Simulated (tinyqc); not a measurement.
Temperature and segregation coefficient: dopant redistribution at a moving silicon-oxide interface during parabolic oxidation. Computed by tinyqc, a small Python program. Command: `OMP_NUM_THREADS=1 python tinyqc.py 3026722 3026723 out.jsonl segox walk`. One thread of a shared host (Intel(R) Xeon(R) Processor @ 2.30GHz), about 0.01 s of CPU time with the checks.

Uniformly doped silicon is oxidised with x_ox = sqrt(B t); the interface advances into the silicon by alpha x_ox, alpha = 0.44. The dopant does not move in the oxide, and at the interface C(silicon) = m C(oxide).

Inputs (values chosen for the exercise, modelled on boron in silicon under dry oxygen):
```
quantity,value,unit
dopant prefactor D0,0.985,cm^2/s
dopant activation energy E,3.5,eV
oxidation prefactor B0,744,um^2/h
oxidation activation energy E_B,1.22,eV
segregation coefficient m = C(silicon)/C(oxide),0.14,-
```

Constants: k_B = 8.617333262e-05 eV/K.

Method:
- D = D0 exp(-E/(k_B T)), converted with 1 cm^2/s = 3.6e11 um^2/h; B = B0 exp(-E_B/(k_B T)); s = alpha sqrt(B/(4 D)), the interface advance over 2 sqrt(D t).
- Temperatures in kelvin are T(C) + 273.15.
- With the dopant diffusivity D and s = alpha x_ox/(2 sqrt(D t)), in the silicon C = C_B + (C_s - C_B) erfc(y/(2 sqrt(D t)))/erfc(s), y from the original surface. Dopant balance at the interface gives C_s/C_B = 1/[1 + (1/(m alpha) - 1) g], g = sqrt(pi) s exp(s^2) erfc(s).

C_s/C_B:
```
T (C),s,this m,m = 0.2,m = 1/alpha,m = 10
850,1.3144,0.07357,0.10453,1,2.7680
900,0.7956,0.08666,0.12239,1,2.1488
950,0.5018,0.10719,0.15000,1,1.7316
1000,0.3281,0.13623,0.18820,1,1.4741
1050,0.2216,0.17428,0.23678,1,1.3164
1100,0.1540,0.22109,0.29440,1,1.2176
1150,0.1097,0.27553,0.35858,1,1.1539
1200,0.0801,0.33564,0.42615,1,1.1116
```

What does the comparison show, and why?

s falls from 1.31 to 0.0801 as T rises, because diffusion has the larger activation energy (3.5 against 1.22 eV); the ratio for this m moves from 0.074 to 0.336, towards 1. At m = 1/alpha the oxide takes exactly what the silicon held, and nothing moves. The ratio does not depend on time, since both lengths grow as sqrt(t).
